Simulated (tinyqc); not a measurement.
Off-state leakage of single and stacked transistors: two steps of the calculation.

n-channel devices of unit width. Subthreshold current I(Vg, Vs, Vd) = I0 (T/300 K)^0.5 exp[(Vg - Vs - VT(T) - gb (Vs - Vb) + dd (Vd - Vs))/(nf Vt)] (1 - exp(-(Vd - Vs)/Vt)), VT(T) = VT - cT (T - 300 K). Gate-edge tunnelling Ig (Vd/1 V) exp(ag (Vd - 1 V)), for a gate at 0 V, and band-to-band leakage Ab u exp(-Bb/u), u = Vd - Vb + 1 V, flow at a drain held at V; both are taken as independent of T. In a stack of off transistors (all gates at 0 V) the same subthreshold current passes through each.

Inputs (values chosen for the exercise); values of the order met in bulk silicon logic transistors: temperature T = 300 K; supply voltage V = 0.9 V; threshold at 300 K, zero drain and body bias VT = 0.45 V; fall of the threshold with temperature cT = 0.9 mV/K; current at threshold at 300 K I0 = 0.46 uA/um; slope factor nf = 1.25; drain-induced lowering per volt dd = 0.06; rise of the threshold per volt of source-body bias gb = 0.16; gate-edge tunnelling current at 1 V Ig = 0.0005 uA/um; exponential slope of the gate current ag = 4.4 1/V; prefactor of band-to-band leakage at the drain Ab = 8 uA/(um V); its exponential voltage Bb = 27 V; body voltage Vb = 0 V.

Constants: q = 1.602176634e-19 C, kB = 1.380649e-23 J/K, Vt = kB T/q. Results are converted to the units shown.

Task 1. Leakage of one transistor. Vg = Vs = 0, Vd = V; effective threshold VT(T) - gb Vb - dd V.

Find: effective threshold; parts; total; shares.

Result 1.

effective threshold = 0.39600 V
parts (nA/um): subthreshold 0.0021916, gate edge 0.28982, band-to-band 0.010240
total = 0.30225 nA/um
shares (%): subthreshold 0.72509, gate edge 95.887, band-to-band 3.3879

The gate edge part is the largest.

Task 2. New Vx. Stack of two, Vx the node between them: I_low = I(0, 0, Vx), I_up = I(0, Vx, V), f = ln(I_up/I_low), f' = -(1 + gb + 2 dd)/(nf Vt) - 1/(Vt (exp(Vx/Vt) - 1)) - 1/(Vt (exp((V - Vx)/Vt) - 1)), Vx(new) = Vx - f/f'.

Vx at the start = 0.042 V

Give: I_low; I_up; f; f'; Vx after iteration 1.

Result 2.

I_low = 3.578e-4 nA/um
I_up = 4.489e-4 nA/um
f = 0.2268
f' = -49.10 1/V
Vx after iteration 1 = 0.04662 V

Program tinyqc, `OMP_NUM_THREADS=1 python tinyqc.py 2242159 2242160 out.jsonl`; Intel Xeon 2.30GHz, shared host, one thread, about 0.06 s.
